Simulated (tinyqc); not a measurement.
Raising U: Hubbard chain of 2 sites, mean field against exact. Computed by the program tinyqc. Collinear unrestricted mean field (the lowest of 40 random starts) against exact diagonalisation.

one-body matrix (hopping and site energies) (eV):
```
         1        2
1   0.0000  -0.6900
2  -0.6900   0.0000
```

electrons, up and down: 1  1

Exact and mean-field results (eV):

| U | U/t | E exact | E mean field | mean \|n_up - n_down\| | double occupancy, exact | first gap in the sector |
|---|---|---|---|---|---|---|
| 0.3400 | 0.4928 | -1.220432 | -1.210000 | 0.0000 | 0.2194 | 1.2204 |
| 0.6900 | 1.0000 | -1.077471 | -1.035000 | 0.0000 | 0.1894 | 1.0775 |
| 2.0700 | 3.0000 | -0.690000 | -0.460000 | 0.7454 | 0.1000 | 0.6900 |
| 2.7600 | 4.0000 | -0.571615 | -0.345000 | 0.8660 | 0.0732 | 0.5716 |
| 4.1400 | 6.0000 | -0.417830 | -0.230000 | 0.9428 | 0.0420 | 0.4178 |
| 5.5200 | 8.0000 | -0.325774 | -0.172500 | 0.9682 | 0.0264 | 0.3258 |
| 8.2800 | 12.0000 | -0.223943 | -0.115000 | 0.9860 | 0.0128 | 0.2239 |
| 13.8000 | 20.0000 | -0.136647 | -0.069000 | 0.9950 | 0.0049 | 0.1366 |

Estimate the missing row, U = 1.38.

Computed row:
```
U          U/t    E exact  E mean field  mean |n_up - n_down|  double occupancy, exact  first gap in the sector
1.3800  2.0000  -0.852887     -0.690000                0.0005                   0.1382                   0.8529
```

In absolute terms mean field is worst at U/t = 3.0, 0.230 eV too high: at small U it is nearly exact, and at large U it misses only exchange-scale energies. For the symmetric dimer the instability lies at U = 2t. Its local moments set in at U/t = 3.0 of those listed, a broken symmetry that the exact state of a finite cluster with equal spins does not have. Relative to the exact energy its error is 0.9 % at the smallest U, 50 % at most and 50 % at the largest. The double occupancy falls from 0.219 to 0.005; at the largest U the first gap is 0.99 times the exchange scale 4t^2/U.
